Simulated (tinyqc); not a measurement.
# Level and width from two currents at zero temperature

Inverse problem. In a resonant-tunnelling diode at zero temperature a sharp resonance at Er = E0 - alpha V between the emitter band edge and Ef carries J = K (pi/2) G Tp (Ef - Er), K = q^3 mw m0/(2 pi^2 hbar^3) (times 1e-4 for A/cm^2 per eV^2), with G its full width and Tp its peak transmission, G Tp taken as constant, and no back flow. Find G Tp and E0.

Values chosen for this exercise; masses and offsets of a made-up heterostructure: mass in the well, spacer and contacts mw = 0.21 m0; Fermi energy of both contacts above their band edges Ef = 0.062 eV; share of the bias at the well alpha = 0.51.

Constants: q = 1.602176634e-19 C, hbar = 1.054571817e-34 J s, m0 = 9.1093837015e-31 kg. Results are converted to the units shown.

J at V = 0.18 and 0.26 V (kA/cm^2): 589.60204  2628.2261

Answer. J is linear in V: the slope gives G Tp, and the onset V0, where the line meets zero, gives E0 = Ef + alpha V0.

G Tp = 9.360 meV
E0 = 0.1420 eV

tinyqc, about 0.2 s, one thread, Intel Xeon 2.30GHz (shared host): `OMP_NUM_THREADS=1 python tinyqc.py 2600153 2600154 out.jsonl`
